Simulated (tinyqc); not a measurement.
## Step height from the transmission

Question. A single step up from edge 0 (mass mL) to edge U (mass mS) transmits T(E) = 4 vL vR/(vL + vR)^2 with v = k/m, k = sqrt(m (E - edge)/C), C = hbar^2/(2 m0). It is known that vR < vL. Find vR/vL and U.

Inputs (values chosen for the exercise): mass in the left lead mL = 0.032 m0; electron energy E = 0.388 eV; mass beyond the step mS = 0.16 m0.

T(E) = 0.49654170

Solution. The reflection amplitude is sqrt(1 - T(E)) = (1 - y)/(1 + y) with y = vR/vL < 1, and y^2 = (E - U) mL/(E mS).

vR/vL = 0.1699
U = 0.3320 eV

Program tinyqc, `OMP_NUM_THREADS=1 python tinyqc.py 2560118 2560119 out.jsonl`; Intel Xeon 2.30GHz, shared host, one thread, about 0.01 s.
